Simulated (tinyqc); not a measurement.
Contact radius against thickness: four-point probe, van der Pauw, Hall and spreading-resistance readings of a semiconductor layer. Computed by tinyqc, a small Python program. Command: `OMP_NUM_THREADS=1 python tinyqc.py 3112205 3112206 out.jsonl probe walk`. One thread of a shared host (Intel(R) Xeon(R) Processor @ 2.30GHz), about 0.01 s of CPU time with the checks.

The layer is uniform and ohmic; contacts are points unless a radius is given.

Inputs (values chosen for the exercise, modelled on n-type silicon): carrier density n = 6.8e+15 1/cm^3; drift mobility mu = 1360 cm^2/(V s); layer thickness t = 110 micrometre.

Backing of the layer: conducting.

Constants: e = 1.602176634e-19 C.

Method:
- rho = 1/(e n mu); R_s = rho/t.
- Flat disc contact with the current density of a half-space: R = (rho/(4 a)) c, c = (4/pi) int_0^infinity K(x t/a) sin(x) J1(x)/x^2 dx for a conducting backing, K = tanh, with the voltage averaged over the disc; c tends to 1 for t >> a.
- Compared with (2/pi) arctan(2 t/a) and with the column value 4 t/(pi a).

resistivity rho = 0.674904 ohm cm

At the given t:
```
t/a         c  arctan form  column form     R (ohm)
0.1   0.10891      0.12567   1.2732e-01  1.6705e-01
0.2   0.20149      0.24224   2.5465e-01  6.1813e-01
0.5   0.41490      0.50000   6.3662e-01  3.1820e+00
1.0   0.62068      0.70483   1.2732e+00  9.5204e+00
2.0   0.78894      0.84404   2.5465e+00  2.4203e+01
5.0   0.91241      0.93655   6.3662e+00  6.9976e+01
10.0  0.95596      0.96820   1.2732e+01  1.4663e+02
30.0  0.98529      0.98939   3.8197e+01  4.5339e+02
```

What follows from these numbers?

The arctan form misses c by at most about 21 % over these rows; the column form is off by +17 % at t/a = 0.1 and by +105 % at t/a = 1, where the current spreads beyond the disc.
